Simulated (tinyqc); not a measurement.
Inside a calculation. Method: CIS on RHF in the sto-3g basis, frozen core, for BeH2, spin multiplicity 1. One step of it, computed by the program tinyqc.

Problem. CIS matrix, triplets. A(ia,jb) = (e_a - e_i) d_ij d_ab - (ij|ab).

orbital energies (hartree): MO1 -4.524184, MO2 -0.442232, MO3 -0.403339, MO4 0.213352, MO5 0.213352, MO6 0.420095, MO7 0.840910

Two-electron integrals over orbitals (pq|rs), unique and non-zero (hartree); the lowest 1 orbital is frozen and left out:
```
(22|22) 0.390343    (32|22) 0.016297    (32|32) 0.161054    (33|22) 0.400266
(33|32) -0.013522   (33|33) 0.426176    (42|42) 0.048434    (43|42) -0.001513
(43|43) 0.013845    (44|22) 0.362897    (44|32) 0.000039    (44|33) 0.348264
(44|44) 0.449859    (52|52) 0.048434    (53|52) -0.001513   (53|53) 0.013845
(54|54) 0.024249    (55|22) 0.362897    (55|32) 0.000039    (55|33) 0.348264
(55|44) 0.401360    (55|55) 0.449859    (62|22) -0.020893   (62|32) -0.004865
(62|33) -0.044055   (62|44) 0.058408    (62|55) 0.058408    (62|62) 0.079568
(63|22) -0.008154   (63|32) -0.092790   (63|33) 0.010622    (63|44) -0.004195
(63|55) -0.004195   (63|62) -0.001728   (63|63) 0.084646    (64|42) 0.047057
(64|43) -0.002357   (64|64) 0.050409    (65|52) 0.047057    (65|53) -0.002357
(65|65) 0.050409    (66|22) 0.388497    (66|32) -0.002698   (66|33) 0.400140
(66|44) 0.361828    (66|55) 0.361828    (66|62) -0.031470   (66|63) 0.003808
(66|66) 0.404660    (72|22) -0.004744   (72|32) -0.042000   (72|33) 0.002015
(72|44) 0.003276    (72|55) 0.003276    (72|62) 0.006558    (72|63) 0.061305
(72|66) -0.000541   (72|72) 0.057016    (73|22) -0.002796   (73|32) -0.000223
(73|33) -0.019041   (73|44) 0.063831    (73|55) 0.063831    (73|62) 0.074901
(73|63) -0.006505   (73|66) -0.023461   (73|72) 0.002823    (73|73) 0.084067
(74|42) 0.001349    (74|43) 0.013542    (74|64) 0.000510    (74|74) 0.016748
(75|52) 0.001349    (75|53) 0.013542    (75|65) 0.000510    (75|75) 0.016748
(76|22) 0.013289    (76|32) 0.141074    (76|33) -0.013333   (76|44) 0.000174
(76|55) 0.000174    (76|62) -0.003767   (76|63) -0.093462   (76|66) -0.003486
(76|72) -0.052327   (76|73) 0.000657    (76|76) 0.139021    (77|22) 0.417461
(77|32) 0.004840    (77|33) 0.434501    (77|44) 0.385899    (77|55) 0.385899
(77|62) -0.029240   (77|63) -0.001643   (77|66) 0.425882    (77|72) -0.002748
(77|73) -0.004573   (77|76) 0.003242    (77|77) 0.475193
```

Give: CIS matrix A, triplet.

Solution.

CIS matrix A, triplet (hartree):
```
        2>4     2>5      2>6      2>7     3>4     3>5      3>6      3>7
2>4  0.2927  0.0000   0.0000   0.0000  0.0000  0.0000   0.0000   0.0000
2>5  0.0000  0.2927   0.0000   0.0000  0.0000  0.0000   0.0000   0.0000
2>6  0.0000  0.0000   0.4738  -0.0133  0.0000  0.0000   0.0027  -0.1411
2>7  0.0000  0.0000  -0.0133   0.8657  0.0000  0.0000  -0.1411  -0.0048
3>4  0.0000  0.0000   0.0000   0.0000  0.2684  0.0000   0.0000   0.0000
3>5  0.0000  0.0000   0.0000   0.0000  0.0000  0.2684   0.0000   0.0000
3>6  0.0000  0.0000   0.0027  -0.1411  0.0000  0.0000   0.4233   0.0133
3>7  0.0000  0.0000  -0.1411  -0.0048  0.0000  0.0000   0.0133   0.8097
```
